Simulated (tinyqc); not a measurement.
Three-band tight binding of a dichalcogenide monolayer: one step. Levels and weights. Three cases, with inputs chosen for the exercise.

Problem. Diagonalise H.

Case 1.

H (eV), lower triangle (Hermitian):
```
,z2,xy,x2-y2
z2,0.842571
xy,-1.101533-0.983995i,2.222772
x2-y2,-0.183034-0.947816i,-0.183219-0.427132i,2.283660
```

Case 2.

H (eV), lower triangle (Hermitian):
```
,z2,xy,x2-y2
z2,0.506112
xy,-0.345542-0.359826i,2.600814
x2-y2,0.655467-1.281958i,-0.054055-0.265842i,2.395737
```

Case 3.

H (eV), lower triangle (Hermitian):
```
,z2,xy,x2-y2
z2,0.849220
xy,-1.004045-0.437233i,1.682624
x2-y2,-0.817228-0.099341i,0.060812+0.561624i,1.583630
```

Give: levels; weights.

Solution.

Case 1.

levels (eV): -0.4895  2.5719  3.2666

weights:
```
,band 1,band 2,band 3
z2,0.635,0.054,0.310
xy,0.240,0.204,0.556
x2-y2,0.124,0.742,0.134
```

Case 2.

levels (eV): -0.3791  2.7066  3.1751

weights:
```
,band 1,band 2,band 3
z2,0.747,0.028,0.225
xy,0.035,0.961,0.004
x2-y2,0.218,0.011,0.771
```

Case 3.

levels (eV): -0.2764  1.5911  2.8008

weights:
```
,band 1,band 2,band 3
z2,0.579,0.142,0.280
xy,0.246,0.298,0.456
x2-y2,0.175,0.561,0.264
```

Computed by tinyqc, one run a case: `OMP_NUM_THREADS=1 python tinyqc.py N N+1 out.jsonl` with N = 1480819, 1481344, 1482208; one thread of a shared Intel(R) Xeon(R) Processor @ 2.30GHz, about 0.02 s a run at most.
